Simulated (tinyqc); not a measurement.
Worked calculation: carrier statistics of a doped semiconductor with parabolic bands. Values are carried at full precision from step to step, so a last printed digit may differ when a step is redone from the rounded ones.

Constants: kB = 8.617333262e-05 eV/K; hbar^2/2m0 = 3.80998211 eV angstrom^2.

Values chosen for the exercise (near those of Si; the results hold for these values, not for the real material):
- Eg0 = 1.169 eV (gap at 0 K)
- al = 0.000467 eV/K (Varshni alpha)
- be = 625 K (Varshni beta)
- T = 200 K
- ml = 0.916 m0 (longitudinal electron mass)
- mt = 0.193 m0 (transverse electron mass)
- Mv = 6 (equivalent valleys)
- mhh = 0.537 m0 (heavy-hole mass)
- mlh = 0.15 m0 (light-hole mass)
- ND = 2.8e+14 1/cm^3 (donors)
- NA = 9.3e+14 1/cm^3 (acceptors)
- ED = 0.0455 eV (donor level below Ec)
- EA = 0.0458 eV (acceptor level above Ev)

## Gap and thermal energy

Eg(T) = Eg0 - al T^2/(T + be) (Varshni).

Eg = 1.14636 eV
kT = 0.017235 eV

The gap has shrunk by 22.6 meV from 0 K and is 66.5 kT wide.

## Effective densities of states

m_de = Mv^(2/3) (ml mt^2)^(1/3); m_dh = (mhh^(3/2) + mlh^(3/2))^(2/3); N = 2 (m kB T/(4 pi c))^(3/2) with c = hbar^2/2m0, in 1/angstrom^3; times 1e24 for 1/cm^3.

m_de = 1.0710 m0
m_dh = 0.5886 m0
Nc = 1.5139e+19 1/cm^3
Nv = 6.1688e+18 1/cm^3

The light holes supply 12.9 % of Nv, and Nc/Nv = 2.45.

## Intrinsic density and level

With Boltzmann statistics ni = sqrt(Nc Nv) exp(-Eg/2kT) and Ei = Eg/2 + (kT/2) ln(Nv/Nc), counted from Ev.

ni = 3.48e+04 1/cm^3
Ei = 0.5654 eV

Ei lies 7.7 meV below midgap, towards the band with the smaller density of states.

## Neutrality by bisection

Energies are counted from Ev, so Ec = Eg. n = Nc F_1/2((EF - Eg)/kT), p = Nv F_1/2(-EF/kT), ND+ = ND/(1 + 2 exp((EF - Eg + ED)/kT)), NA- = NA/(1 + 4 exp((EA - EF)/kT)); neutrality asks p + ND+ = n + NA-. F_j(eta) = (1/Gamma(j + 1)) integral_0^infinity x^j dx/(1 + exp(x - eta)), which tends to exp(eta) for eta << 0.

Start from the bracket [-0.2 eV, Eg + 0.2 eV]; at the midpoint EF take the sign of p + ND+ - n - NA-; where it is positive EF must rise. Fourteen steps are shown.

Bisection (eV, 1/cm^3):
```
step       low     high        EF         n         p       ND+       NA-  sign
1     -0.20000  1.34636   0.57318  5.45e+04  2.22e+04  2.80e+14  9.30e+14     -
2     -0.20000  0.57318   0.18659  9.89e-06  1.23e+14  2.80e+14  9.29e+14     -
3     -0.20000  0.18659  -0.00671  1.33e-10  6.36e+18  2.80e+14  1.09e+13     +
4     -0.00671  0.18659   0.08994  3.63e-08  3.33e+16  2.80e+14  7.11e+14     +
5      0.08994  0.18659   0.13827  5.99e-07  2.02e+15  2.80e+14  9.13e+14     +
6      0.13827  0.18659   0.16243  2.43e-06  4.98e+14  2.80e+14  9.26e+14     -
7      0.13827  0.16243   0.15035  1.21e-06  1.00e+15  2.80e+14  9.21e+14     +
8      0.15035  0.16243   0.15639  1.71e-06  7.07e+14  2.80e+14  9.24e+14     +
9      0.15639  0.16243   0.15941  2.04e-06  5.93e+14  2.80e+14  9.25e+14     -
10     0.15639  0.15941   0.15790  1.87e-06  6.48e+14  2.80e+14  9.24e+14     +
11     0.15790  0.15941   0.15865  1.95e-06  6.20e+14  2.80e+14  9.25e+14     -
12     0.15790  0.15865   0.15827  1.91e-06  6.34e+14  2.80e+14  9.25e+14     -
13     0.15790  0.15827   0.15809  1.89e-06  6.41e+14  2.80e+14  9.25e+14     -
14     0.15790  0.15809   0.15799  1.88e-06  6.44e+14  2.80e+14  9.24e+14     -
```

Each step halves the bracket, which is 0.189 meV wide at the last row.

## The neutral state

Solve the neutrality condition for EF to convergence.

EF = 0.1580 eV
n = 1.88e-06 1/cm^3
p = 6.44e+14 1/cm^3
ND+ = 2.80e+14 1/cm^3
NA- = 9.24e+14 1/cm^3

The material is p-type; 99.4 % of the acceptors are ionised. EF lies 9.17 kT inside the gap from the valence edge, so Boltzmann statistics would serve; n p/(Nc Nv exp(-Eg/kT)) = 1.000.

## Checks

- F_1/2(1) by the trapezoid rule against adaptive quadrature: both 1.575641.
- Positive against negative charge at the solution (1/cm^3): both 9.24491e+14.

(tinyqc, `OMP_NUM_THREADS=1 python tinyqc.py 1652518 1652519 out.jsonl`, Intel(R) Xeon(R) Processor @ 2.30GHz, 1 thread, shared host, about 0.02 s.)
